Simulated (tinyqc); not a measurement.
# From one set of inputs to another, one input at a time

Model: decay of LO phonons and the hot-phonon bottleneck in the cooling of electrons. Computed by tinyqc, a small Python program. Command: `OMP_NUM_THREADS=1 python tinyqc.py 3022493 3022494 out.jsonl hotphonon ladder`. One thread of a shared host (Intel(R) Xeon(R) Processor @ 2.30GHz), about 0.02 s of CPU time with the checks.

n(E, T) = 1/(exp(E/(k_B T)) - 1) is the Bose occupation. Electrons have a temperature T_e; the LO modes within their reach share one occupation N; the decay products stay at the lattice temperature.

The inputs printed are set A. Set A is modelled on silicon carbide; the values taken over come from a set modelled on zinc oxide. Inputs not listed in the table keep their values of set A, so the rows need not describe a real material.

Inputs (values chosen for the exercise, modelled on silicon carbide):
```
quantity                                             value    unit
LO energy hbar omega                                   120     meV
lifetime at T = 0, tau_0                                 3      ps
share f of the energy in the softer product           0.39       -
lattice temperature T                                   77       K
electron mass m*                                     0.358     m_0
eps_inf                                               6.42       -
static dielectric constant eps_s                      9.85       -
electron density n                                 1.6e+17  1/cm^3
density of LO modes that the electrons reach, N_m  5.3e+18  1/cm^3
power supplied per electron P                           33      nW
```

Decay channel: two unequal phonons (Ridley).

Constants: k_B = 8.617333262e-05 eV/K; c = 299792458 m/s; e^2/(4 pi eps_0) = 14.39964548 eV angstrom; hbar^2/(2 m_0) = 3.80998212 eV angstrom^2; hbar = 6.582119569e-16 eV s; e = 1.602176634e-19 C.

Method:
- Decay rate 1/tau = (1/tau_0) [1 + n(f hbar omega) + n((1 - f) hbar omega)].
- Full width Gamma = 1/(2 pi c tau) in 1/cm, c in cm/s.
- Froehlich coupling alpha = (e^2/(4 pi eps_0)) (1/eps_inf - 1/eps_s) k_0/(2 hbar omega), k_0 = sqrt(m* hbar omega/(hbar^2/(2 m_0))); emission time tau_sp = hbar/(2 alpha hbar omega); bottleneck ratio r = (n/N_m) tau/tau_sp.
- Net emission per electron: [(N + 1) x - N]/tau_sp with x = exp(-hbar omega/(k_B T_e)), a simple two-level balance; steady state of the modes: n [(N + 1) x - N]/tau_sp = N_m (N - N_0)/tau; power per electron P = hbar omega [(N + 1) x - N]/tau_sp.
- With p = P tau_sp/(hbar omega): N = N_0 + r p and x = (p + N)/(N + 1); without hot phonons N = N_0. The mode temperature T_LO solves n(hbar omega, T_LO) = N.

Each row keeps all changes above it:
```
input moved                            from       to  electron temperature T_e (K)  Raman width Gamma (1/cm)  bottleneck ratio r
set A                                     -        -                           724                    1.7712                11.4
electron density n (1/cm^3)         1.6e+17  1.1e+19                         15780                    1.7712               783.9
lattice temperature T (K)                77      300                         12708                    2.2266               623.5
eps_inf                                6.42      3.8                         12586                    2.2266              1858.1
lifetime at T = 0, tau_0 (ps)             3      1.7                          7428                    3.9292              1052.9
electron mass m* (m_0)                0.358    0.285                          7432                    3.9292               939.5
LO energy hbar omega (meV)              120     70.3                          5299                    5.5112               512.7
power supplied per electron P (nW)       33      7.5                          1520                    5.5112               512.7
```

Electron temperature T_e goes from 724 to 1520, a factor 2.10 in all. The largest single move comes from electron density n (a factor 21.8), and power supplied per electron P works against it (a factor 0.287). Raman width Gamma goes from 1.77 to 5.51, a factor 3.11 in all. The largest single move comes from lifetime at T = 0, tau_0 (a factor 1.76). Bottleneck ratio r goes from 11.4 to 513, a factor 45.0 in all. The largest single move comes from electron density n (a factor 68.8), and LO energy hbar omega works against it (a factor 0.546). The single moves hold for this order of the switches; the total does not depend on the order.

Caution (rows electron density n, lattice temperature T, eps_inf, lifetime at T = 0, tau_0, electron mass m*, LO energy hbar omega, power supplied per electron P): at such T_e upper valleys, non-parabolic bands or other phonons can take part. Caution (rows eps_inf, lifetime at T = 0, tau_0, electron mass m*, LO energy hbar omega, power supplied per electron P): alpha is above 1/2, so hbar/tau_sp exceeds hbar omega and the emission time, a weak-coupling result, is only rough.

Extremes, crossings and ranges named in words are read from the listed rows.
